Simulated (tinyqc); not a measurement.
Bias-temperature instability from a Gaussian distribution of capture and emission barriers: one step, computed by the program tinyqc. Command: `OMP_NUM_THREADS=1 python tinyqc.py 3009699 3009700 out.jsonl bti walk`. One thread of a shared host (Intel(R) Xeon(R) Processor @ 2.30GHz), about 0.01 s of CPU time with the checks.

Each trap has a capture time tau_0 exp(E_c/(k_B T)) under stress and an emission time tau_0 exp(E_e/(k_B T)) after it. E_c is Gaussian, and E_e = E_c + d with d Gaussian and independent. A trap counts as filled once t_s exceeds its capture time and as emptied once t_r exceeds its emission time.

Question. Stress. Demarcation energies E_s = k_B T ln(t_s/tau_0), E_r = k_B T ln(t_r/tau_0); mean barrier mu = mu_c - k_F F; z = (E_s - mu)/sigma_c; Phi is the standard normal distribution. Temperatures in kelvin are T(C) + 273.15. Shift without recovery dV0 = V_max Phi(z); local time exponent n = d ln dV0/d ln t_s = (k_B T/sigma_c) exp(-z^2/2)/(sqrt(2 pi) Phi(z)); apparent activation energy n E_s.

Inputs (values chosen for the exercise, for a model p-channel transistor):
```
quantity                                 value        unit
shift with all traps filled V_max          220          mV
mean capture barrier at zero field mu_c   1.68          eV
spread of capture barriers sigma_c        0.39          eV
lowering of mu_c per field k_F           0.068  eV/(MV/cm)
oxide field F                              5.4       MV/cm
time constant tau_0                      2e-10           s
temperature T                              175           C
stress time t_s                           2000           s
```

Constants: k_B = 8.617333262e-05 eV/K.

Give: E_s; mean barrier mu; z; shift without recovery dV0; time exponent n; apparent activation energy.

Answer.

E_s = 1.156 eV

mean barrier mu = 1.3128 eV

z = -0.4021

shift without recovery dV0 = 75.64 mV

time exponent n = 0.1060

apparent activation energy = 0.1225 eV

The stress has filled 34 % of the traps. The apparent energy 0.123 eV is only the share n of the barriers near 1.16 eV that are being crossed.
